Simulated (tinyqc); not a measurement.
# Disorder broadening of a one-dimensional band in the self-consistent Born approximation: effects of single changes

The local Green function is G = g0(z - Sigma) with z = E + i eta and g0(z) = 1/(sqrt(z - 2t) sqrt(z + 2t)), principal roots; the self-energy is Sigma = D G. The density of states is -Im G/pi.

Parameters, values chosen for the exercise:
```
symbol  value  unit                             meaning
t           1    eV                             hopping
D         1.1  eV^2  variance of the random site energy
eta     0.001    eV                     bare broadening
E       0.076    eV         energy from the band centre
```

Each table varies one quantity; the others keep the values above.

## Effect of the disorder strength

Sigma is iterated to self-consistency (retarded branch, Im Sigma < 0); first Born means Sigma = D g0(z) put once into G = g0(z - Sigma); clean means Sigma = 0.

The same in every row: DOS, clean (1/eV) = 0.15927.

Effect of the disorder strength:

| D (eV^2) | Re Sigma (eV) | Im Sigma (eV) | DOS, self-consistent (1/eV) | DOS, first Born (1/eV) |
|---|---|---|---|---|
| 0.033 | 5.5007e-6 | -0.016511 | 0.15926 | 0.15926 |
| 0.074 | 2.6762e-5 | -0.037020 | 0.15924 | 0.15924 |
| 0.17 | 1.3852e-4 | -0.084982 | 0.15912 | 0.15912 |
| 0.37 | 6.3908e-4 | -0.18434 | 0.15858 | 0.15858 |
| 0.84 | 0.0029770 | -0.41157 | 0.15596 | 0.15583 |
| 1.9 | 0.010465 | -0.87103 | 0.14592 | 0.14375 |
| 4.2 | 0.021665 | -1.6281 | 0.12339 | 0.10967 |

|Im Sigma| rises from 0.0165 to 1.63 eV, as D^(1.00) between the first two rows and D^(0.79) between the last two (the golden rule gives power 1, broadening wider than the band power 1/2). First Born is within 0.01 % of the self-consistent density of states in the first row and 11 % below it in the last.

## Effect of the mixing

G = g0(z - Sigma), Sigma(out) = D G, Sigma(new) = Sigma + mix (Sigma(out) - Sigma). Iterations from Sigma = 0 until |Sigma(out) - Sigma| < 1e-10 eV, at most 500. The factor is |1 - mix + mix L|, L = d Sigma(out)/d Sigma at the solution.

Effect of the mixing:

| mix | iterations | factor |
|---|---|---|
| 0.1 | 201 | 0.89336 |
| 0.2 | 95 | 0.78672 |
| 0.3 | 60 | 0.68008 |
| 0.5 | 31 | 0.46681 |
| 0.7 | 18 | 0.25356 |
| 0.85 | 11 | 0.093748 |
| 1 | 10 | 0.066784 |

Read the table: what changes, and by how much?

L = -0.0664+0.007i. The fewest iterations, 10, come at mix = 1; the smallest factor, 0.0668, is at mix = 1. As a function of mix the factor has its minimum at Re(1 - L)/|1 - L|^2 = 0.938, so the damped rows are slower.

Range of the model: The self-consistent Born approximation misses band tails from rare fluctuations and localisation.

Numbers from tinyqc (`OMP_NUM_THREADS=1 python tinyqc.py 2720124 2720125 out.jsonl`; about 0.02 s on one thread of a shared Intel Xeon 2.30GHz).
